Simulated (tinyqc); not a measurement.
Surface Green function of a two-leg ladder, Sancho-Rubio decimation: effect of the broadening.

A semi-infinite lead of cells 0, 1, 2, ... with H0 inside a cell and H1 = <cell i|H|cell i + 1>. One rung (site 1 on leg a, site 2 on leg b) is a cell; all hoppings enter with a minus sign. z = E + i eta.

Start with e_s = e = H0, a = H1, b = H1^dagger. Each round: g = (z - e)^(-1); e_s <- e_s + a g b; e <- e + a g b + b g a; a <- a g a; b <- b g b (all with the old a, b). Round k joins cells 2^k apart. Stop when the largest entry of the matrices a and b is below 1e-12 eV; g_s = (z - e_s)^(-1), bulk (z - e)^(-1), density of states -Im Tr/pi. The last column counts the steps of the plain recursion g <- (z - H0 - H1 g H1^dagger)^(-1), one cell a step from g = (z - H0)^(-1), until no entry changes by more than 1e-8 1/eV.

Values chosen for this exercise: energy E = -3.64 eV.

H0 (eV):
```
       1      2
1      0  -1.47
2  -1.47   0.45
```

H1 (eV):
```
    1      2
1  -1  -0.21
2   0  -1.24
```

Result of one run:
```
rounds  surface density of states (1/eV)  plain steps
12                               0.05523         1022
```

Which broadening eta gave this result: 0.1, 0.04, 0.02 or 0.004 eV?

eta = 0.004 eV.

The whole series:
```
eta (eV)  rounds  surface density of states (1/eV)  plain steps
0.3            7                           0.07448           26
0.1            8                           0.05977           52
0.04           9                           0.05502          108
0.02          10                           0.05457          207
0.01          11                           0.05485          410
0.004         12                           0.05523         1022
```

The rounds go from 7 to 12 and the plain steps from 26 to 1022. Inside a band the plain recursion needs a number of steps that grows as 1/eta, the decimation only as log2(1/eta). The density of states tends to 0.05557 1/eV as eta goes to zero; the first row is 34 % above that and the last 0.62 % below it.

Program tinyqc, `OMP_NUM_THREADS=1 python tinyqc.py 2680123 2680124 out.jsonl`; Intel Xeon 2.30GHz, shared host, one thread, about 0.05 s.
